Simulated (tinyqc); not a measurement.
Strain, valley repopulation and piezoresistance in a many-valley conduction band: one step, computed by the program tinyqc.

Valleys are ellipsoids with mass m_l along the axis a and m_t across it, parabolic, with one constant relaxation time; strain shifts the valleys and leaves the masses alone. Currents are taken along [111], along the load, and along [1-10], across the load.

Problem. Linear piezoresistance coefficients. Each of the 6 valleys holds n_v = N_v (2/sqrt(pi)) F_1/2((E_F - dE_v)/(k_B T)), N_v = 2 (m_d k_B T/(2 pi hbar^2))^(3/2), m_d = (m_l m_t^2)^(1/3); E_F solves sum n_v = n and is counted from the unstrained edge. F_j(eta) = int_0^infinity x^j/(1 + exp(x - eta)) dx, without a gamma-function factor. It is evaluated after integrating by parts. Integrals over x = E/(k_B T) use 160 Gauss-Legendre points in u = sqrt(x) from 0 to sqrt(max(eta, 0) + 32). With eta_0 the reduced Fermi level without strain, r = F_-1/2(eta_0)/(2 F_1/2(eta_0)) (1 for a classical gas) and c = r (Xi_u/k_B T) (m_l - m_t)/(2 m_l + m_t): pi11 = -(2/3) c (S11 - S12), pi12 = -pi11/2, pi44 = 0, with S11 - S12 = 1/(C11 - C12).

Inputs (values chosen for the exercise, for a model crystal): longitudinal mass m_l = 0.821 m_0; transverse mass m_t = 0.215 m_0; shear deformation potential Xi_u = 11 eV; C11 = 171 GPa; C12 = 70 GPa; electron density n = 9.5e+17 1/cm^3; temperature T = 77 K.

Valley axes: <100> (6 valleys in 3 pairs). Load: uniaxial [111].

Constants: k_B = 8.617333262e-05 eV/K; m_0 = 9.1093837015e-31 kg; k_B = 1.380649e-23 J/K; hbar = 1.054571817e-34 J s.

Give: eta_0; degeneracy factor r; pi11; pi12; pi44.

Solution.

eta_0 = -1.302

degeneracy factor r = 0.9196

pi11 = -328.4 1e-11/Pa

pi12 = 164.2 1e-11/Pa

pi44 = 0 1e-11/Pa

Degeneracy lowers the coefficients to 92 % of the classical value.
